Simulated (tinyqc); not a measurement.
# Threshold of a short bulk MOSFET: charge sharing, barrier lowering, narrow width: effects of single changes

n-channel device on a p-type body, depletion approximation, full ionisation. Uniform doping N = Na. Vbi from Boltzmann statistics is rough for the degenerate source. Cox = eps0 eox/tox.

Inputs (values chosen for the exercise); band and dielectric values close to those of silicon:
- T = 300 K (temperature)
- Eg = 1.12 eV (band gap)
- eps_r = 11.6 (relative permittivity)
- Nc = 2.85e19 cm^-3 (conduction-band density of states at T)
- Nv = 2.69e19 cm^-3 (valence-band density of states at T)
- eox = 24.9 (relative permittivity of the gate insulator (close to zirconium oxide))
- tox = 12 nm (insulator thickness)
- Na = 1e17 cm^-3 (channel doping)
- Nsd = 1e20 cm^-3 (source and drain doping)
- Vfb = -0.83 V (flat-band voltage for the doping Na)
- xj = 72 nm (junction depth)
- Vbs = -0.5 V (body-source voltage)
- Vds = 0.5 V (drain-source voltage)
- W = 520 nm (gate width)
- xw = 1.5708 (shape factor of the fringing depletion at the width edges)
- L = 290 nm (channel length)

Constants: q = 1.602176634e-19 C, kB = 1.380649e-23 J/K, Vt = kB T/q, eps0 = 8.8541878128e-14 F/cm where lengths are in cm. Results are converted to the units shown.

Each table varies one quantity; the others keep the values above.

## Threshold roll-off against channel length

ni = sqrt(Nc Nv) exp(-Eg/(2 Vt)), Eg in volts; 2 pB = 2 Vt ln(N/ni); flat band Vfb - Vt ln(N/Na); Wd = sqrt(2 eps0 eps_r (2 pB - Vbs)/(q N)); body term q N Wd/Cox; long-channel VT0 = flat band + 2 pB + body term; Vbi = Vt ln(N Nsd/ni^2); scale length l = sqrt((eps_r/eox) tox Wd). Charge sharing (trapezoid; it ignores Vds): F = (xj/L)(sqrt(1 + 2 Wd/xj) - 1), lowering = body term times F. Barrier lowering: th = exp(-L/(2 l)) + 2 exp(-L/l), lowering = th [2 (Vbi - 2 pB) + Vds], DIBL = th. Narrow width: rise = body term times xw Wd/W. VT by each model = VT0 - lowering + rise. DIBL under 0.001 mV/V is printed as 0.

The same in every row: N (cm^-3) = 1.0000e17; VT0 (V) = 0.11308.

Threshold roll-off against channel length:
```
L (nm)     L/l         F  DIBL (mV/V)  VT, charge sharing (V)  VT, barrier lowering (V)
120     4.4420   0.69053       132.04                0.079363                  0.044792
180     6.6630   0.46035       38.294                 0.10557                   0.12515
260     9.6243   0.31871       8.2624                 0.12169                   0.15089
370     13.696   0.22396       1.0637                 0.13248                   0.15706
540     19.989   0.15345     0.045654                 0.14051                   0.15794
780     28.873   0.10624            0                 0.14588                   0.15797
1100    40.718  0.075330            0                 0.14940                   0.15797
1600    59.227  0.051790            0                 0.15208                   0.15797
```

VT by barrier lowering rises from 0.0448 to 0.158 V and VT by charge sharing rises from 0.0794 to 0.152 V. DIBL is under 100 mV/V from L = 180 nm on among the rows (th = 0.1 at L/l = 4.92). For L = 120 F exceeds 0.5: the shares of source and drain overlap, and the trapezoid formula no longer holds.

## Effect of the body-source voltage

Same model as above.

The same in every row: N (cm^-3) = 1.000e17.

Effect of the body-source voltage:
```
Vbs (V)  VT0 (V)    L/l       F  DIBL (mV/V)  VT, charge sharing (V)  VT, barrier lowering (V)
0        0.08916  12.08  0.2398        2.394                 0.09560                    0.1151
-0.3      0.1042  11.18  0.2691        3.760                  0.1141                    0.1391
-0.6      0.1173  10.54  0.2934        5.191                  0.1309                    0.1611
-0.9      0.1291  10.05  0.3144        6.653                  0.1467                    0.1818
-1.2      0.1399  9.657  0.3329        8.125                  0.1616                    0.2015
-1.5      0.1499  9.330  0.3497        9.595                  0.1759                    0.2204
```

As Vbs goes from 0 to -1.5, VT0 rises from 0.0892 to 0.150 V, DIBL rises from 2.39 to 9.60 mV/V, F rises from 0.240 to 0.350 and VT by barrier lowering rises from 0.115 to 0.220 V. The apparent body effect -dVT/dVbs between the first two rows is 0.0799 by barrier lowering and 0.0616 by charge sharing, against 0.0500 for a long device.

Program tinyqc, `OMP_NUM_THREADS=1 python tinyqc.py 2002170 2002171 out.jsonl`; Intel Xeon 2.30GHz, shared host, one thread, about 0.01 s.
